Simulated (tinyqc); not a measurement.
Phonon-assisted absorption at an indirect gap: sweeps and comparisons. A value that a table varies takes the place of the one given here.

alpha(E) = sum_j A_j [N_j (E - Eg + w_j)^2 + (N_j + 1)(E - Eg - w_j)^2], each bracket counted only where its base is positive; N_j = 1/(exp(w_j/kB T) - 1). The first term absorbs a phonon and the second emits one; excitons and direct transitions are left out.

Photodiode (Gaertner form with a dead layer): QE = (1 - R) exp(-alpha xj) [1 - exp(-alpha W)/(1 + alpha L)], R = ((nr - 1)/(nr + 1))^2; responsivity = QE/E in A/W for E in eV.

Constants: kB = 8.617333262e-05 eV/K.

Values chosen for the exercise (loosely those of GaP at room temperature; Eg is not tied to T; shifted at random, so the results belong to these values and not to a real crystal): Eg = 2.289 eV (indirect gap, held fixed unless listed); w = (45.7, 12.7) meV (two zone-edge phonons); A = (4000, 290) 1/(cm eV^2) (their strengths); T = 400 K; nr = 3.41 (refractive index); xj = 0.36 micrometre (dead layer at the surface); W = 3.7 micrometre (depleted width); L = 37 micrometre (minority diffusion length below it); E = 2.573 eV (photon energy).

## The square root of alpha at three temperatures

The gap is held fixed, so only the phonon occupations change.

sqrt(alpha) (1/cm^(1/2)):
```
E - Eg (eV),77 K,150 K,600 K
-0.04,0.012,0.062,0.302
-0.02,0.052,0.282,1.364
0.00,0.129,0.528,2.460
0.02,0.299,0.854,3.653
0.04,0.650,1.307,4.957
0.07,1.970,2.598,7.295
0.10,3.889,4.520,10.162
0.15,7.173,7.922,15.320
0.20,10.478,11.378,20.643
0.30,17.100,18.331,31.451
0.45,27.043,28.788,47.790
0.60,36.988,39.255,64.178
```

What does this show, and why?

Below the gap only phonon absorption acts: at E - Eg = -0.02 eV sqrt(alpha) is 0.052, 0.282 and 1.364 at 77, 150 and 600 K. A straight line through the last two rows meets the axis at E - Eg = +0.0421, +0.0374 and +0.0126 eV: the intercept is roughly a weighted mean of the thresholds, not the gap, and it moves from the emission side towards Eg as the occupations grow. At the last row alpha grows by a factor 3.01 from the lowest to the highest temperature at fixed gap.

## Spectral response

Response:
```
E (eV),wavelength (nm),alpha (1/cm),1/alpha (micrometre),dead layer,collected,QE,A/W
2.31,537,7.24,1.38e+03,1.000,0.029,0.020,0.009
2.35,528,23.5,426,0.999,0.088,0.062,0.026
2.41,514,93.8,107,0.997,0.283,0.198,0.082
2.49,498,282,35.4,0.990,0.560,0.388,0.156
2.59,479,671,14.9,0.976,0.776,0.531,0.205
2.74,452,1.57e+03,6.36,0.945,0.918,0.608,0.222
2.94,422,3.37e+03,2.97,0.886,0.979,0.608,0.207
3.19,389,6.57e+03,1.52,0.789,0.997,0.552,0.173
3.49,355,1.18e+04,0.847,0.654,1.000,0.458,0.131
3.89,319,2.12e+04,0.472,0.467,1.000,0.327,0.084
```

What can be read from the table?

QE is highest, 0.608, at 2.74 eV of those listed and the responsivity at 2.74 eV; reflection alone caps QE at 0.701. Near the gap weak absorption limits it (collected share 0.029); at the top the dead layer passes 0.467. Far above the gap the quadratic law and a constant index are only rough; in the real crystal direct transitions take over near 2.8 eV, so the rows above that understate alpha.

## What moves the response

At the energy E. Each row changes one parameter from the base and keeps the others.

Results:
```
case,alpha (1/cm),QE
base,593.1,0.5140
Eg = 2.269 eV,685.4,0.5341
T = 450 K,663.7,0.5298
W = 7.4 micrometre,593.1,0.5480
L = 18.5 micrometre,593.1,0.4237
xj = 0.72 micrometre,593.1,0.5031
nr = 3.58,593.1,0.5003
```

What can be read from the table?

The largest shifts from the base row, up to three for each result and ties (the steps differ in size, so this ranks the rows, not the parameters). alpha (1/cm): Eg +92.3, T +70.6; unchanged at the printed digits by W, L, xj and nr. QE: L -0.0903, W +0.0340, Eg +0.0201.

Computed by tinyqc, a small Python program: `OMP_NUM_THREADS=1 python tinyqc.py 1650077 1650078 out.jsonl` (the numbers bound the seed that draws the inputs); one thread of a shared host (Intel(R) Xeon(R) Processor @ 2.30GHz), about 0.01 s for the whole set of steps.
